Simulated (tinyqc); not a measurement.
## Density of surface states from the Kelvin-probe reading

Problem. n-type bulk, xi = Ec - EF = Vt ln(Nc/Nd), p0 = ni^2/Nd, ni = sqrt(Nc Nv) exp(-Eg/(2 Vt)), Eg in volts. b is the upward band bending, u = b/Vt. Space charge per area, in units of q: Qc = sign(b) sqrt((2 eps0 eps_r Vt/q) [(Nd + dn)(exp(-u) - 1) + Nd u + (p0 + dn)(exp(u) - 1)]), with dn the excess density under light (flat quasi-Fermi levels; 0 in the dark). The states hold -Ds (E0 - xi - b): negative while the Fermi level lies above the neutrality level. Neutrality: Qc + Qf + (charge of the states) = 0. Work function chi + xi + b; contact potential difference CPD = (work function of the sample) - pt. Find b, Qc and Ds.

Parameters, values chosen for the exercise; band and dielectric values close to those of silicon:

| symbol | value | unit | meaning |
|---|---|---|---|
| T | 300 | K | temperature |
| Eg | 1.1 | eV | band gap |
| eps_r | 11.7 |  | relative permittivity |
| Nc | 2.81e19 | cm^-3 | conduction-band density of states at T |
| Nv | 2.66e19 | cm^-3 | valence-band density of states at T |
| chi | 4.11 | eV | electron affinity |
| Nd | 1.5e15 | cm^-3 | donor density |
| Qf | 0 | cm^-2 | fixed positive charge at the surface |
| pt | 5.27 | eV | work function of the probe tip |
| E0 | 0.41 | eV | depth of their neutrality level below the conduction edge |

Constants: q = 1.602176634e-19 C, kB = 1.380649e-23 J/K, Vt = kB T/q, eps0 = 8.8541878128e-14 F/cm where lengths are in cm. Results are converted to the units shown.

CPD = -755.02196 mV

Solution. The CPD gives b, b gives Qc, and neutrality gives Ds.

b = 0.151 V
Qc = 4.92e10 cm^-2
Ds = 9.80e12 cm^-2 eV^-1

tinyqc, about 0.01 s, one thread, Intel Xeon 2.30GHz (shared host): `OMP_NUM_THREADS=1 python tinyqc.py 2430031 2430032 out.jsonl`
